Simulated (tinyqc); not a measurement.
# Double-gate transistor below threshold, two-dimensional Poisson equation on a small mesh: choice of the relaxation factor

Half of a symmetric double-gate structure: row 0 is the mid-plane of the body, where the normal field vanishes. Mobile charge is neglected (subthreshold), the body is fully depleted, and potentials are counted from the intrinsic level; rows run upward to the gate, columns from source to drain.

Mesh: rows i = 0..3 in the semiconductor (step hs = tb/3, row 3 on the interface), then 2 step(s) ho = tox/2 up to the gate row 5; columns j = 0..7 (step hy = L/7). Box integration, divided by eps0: up_i = eps hy/h of the interval above row i, dn_i = that of the interval below (0 for row 0), lat_i = (sum of eps h/2 over the intervals above and below)/hy, s_i = -q Na w_i hy/eps0 with w_i the semiconductor height of the box (hs/2 for row 0 and the interface row, hs between, 0 in the insulator). Each free node obeys (up + dn + 2 lat) psi = up psi(above) + dn psi(below) + lat [psi(left) + psi(right)] + s. Fixed values: gate row Vg - Vfb; column 0 at Vbi and the last column at Vbi + Vd in the semiconductor, each running linearly to Vg - Vfb across the insulator. Sweeps go row by row from row 0, left to right, psi(new) = psi + omega (t - psi) with t the value that solves the node equation for the newest neighbours; free nodes start at zero; stop when the largest change is below 1e-7 V.

Inputs (values chosen for the exercise); semiconductor permittivity close to that of silicon:

| symbol | value | unit | meaning |
|---|---|---|---|
| eps_r | 11.8 |  | relative permittivity of the semiconductor |
| eox | 22 |  | relative permittivity of the insulator |
| tb | 6 | nm | half the body thickness |
| tox | 4.2 | nm | insulator thickness |
| L | 22 | nm | channel length |
| Na | 1.3e18 | cm^-3 | acceptor density of the depleted body |
| Vbi | 0.53 | V | potential of the source |
| Vfb | 0.01 | V | gate offset |
| Vg | 0.05 | V | gate voltage |
| Vd | 0.3 | V | drain voltage |

Constants: q = 1.602176634e-19 C, eps0 = 8.8541878128e-14 F/cm where lengths are in cm. Results are converted to the units shown.

Results:
```
omega	sweeps
1	88
1.1	72
1.3	46
1.4	34
1.5	25
1.6	34
1.7	47
1.8	72
1.9	151
```

Estimate the missing row, omega = 1.2.

Computed row:
```
omega	sweeps
1.2	58
```

With this row back in the table: Gauss-Seidel (omega = 1) takes 88 sweeps; the fewest, 25, are at omega = 1.5, and omega = 1.9 takes 151. The Jacobi matrix of this mesh has spectral radius rho = 0.9240, so theory puts the best factor at 2/(1 + sqrt(1 - rho^2)) = 1.45.

Numbers from tinyqc (`OMP_NUM_THREADS=1 python tinyqc.py 2480160 2480161 out.jsonl`; about 0.2 s on one thread of a shared Intel Xeon 2.30GHz).
